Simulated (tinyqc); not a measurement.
Thermal RC ladder, step response: course of the time stepping.

A ladder of 2 nodes: R_i joins node i to node i + 1, the last R to the ambient; C_i is the heat capacity of node i; theta is the rise above ambient, zero at t = 0. d theta/dt = -A theta + b with b = (Pw/C_1, 0, ...), times in ms.

A = C^(-1) K, K_ii = 1/R_(i-1) + 1/R_i (no first term for node 1), K_(i,i+1) = K_(i+1,i) = -1/R_i.

Explicit Euler: theta(new) = theta + dt (b - A theta).

Sixteen steps, against the exact rise Pw Z(t); the run counts as sound if the error in the last step is under 5 % of the exact rise. The time constants tau_k are the inverse eigenvalues of A; the rise of node 1 per watt is Z(t) = sum_k r_k (1 - exp(-t/tau_k)), with r_k = v_k1^2 tau_k/C_1 and v_k the unit eigenvectors of C^(-1/2) K C^(-1/2).

Parameters, values chosen for the exercise:
- R = [0.13, 0.98] K/W (resistances, junction to ambient)
- C = [0.35, 1.8] mJ/K (heat capacities of the nodes)
- Pw = 55 W (power at node 1 from t = 0)
- dt = 0.11 ms (time step)

Course of the iteration:
```
step  t (ms)  theta_1 (K)  exact (K)  error (K)
1       0.11      17.2857    7.52783       9.76
2       0.22     -7.21821    10.4853      -17.7
3       0.33      47.1628    13.0620       34.1
4       0.44     -48.5898    15.4953      -64.1
5       0.55      140.224    17.8045        122
6       0.66     -211.439    19.9967       -231
7       0.77      462.377    22.0777        440
8       0.88     -810.502    24.0532       -835
9       0.99      1611.14    25.9286       1590
10       1.1     -2979.73    27.7089      -3010
11      1.21      5738.91    29.3990       5710
12      1.32     -10804.3    31.0034    -1.08e4
13      1.43      20599.4    32.5265     2.06e4
14      1.54     -39000.5    33.9724    -3.90e4
15      1.65      74124.5    35.3450     7.41e4
16      1.76   -1.40583e5    36.6480    -1.41e5
```

Did this iteration meet its convergence test, and what does its course show?

No. The error alternates in sign and grows by a factor of about 1.90 a step. The step is 2.90 times the fastest time constant, 0.0380 ms, and explicit Euler multiplies that mode by 1 - dt/tau = -1.90; it is stable only for dt < 2 tau. A rerun with dt = 0.04 ms ends 0.53 % above the exact rise at t = 1.76 ms.

Computed by the program tinyqc: `OMP_NUM_THREADS=1 python tinyqc.py 2520046 2520047 out.jsonl`, one thread of a shared Intel Xeon 2.30GHz, about 0.01 s for the whole run.
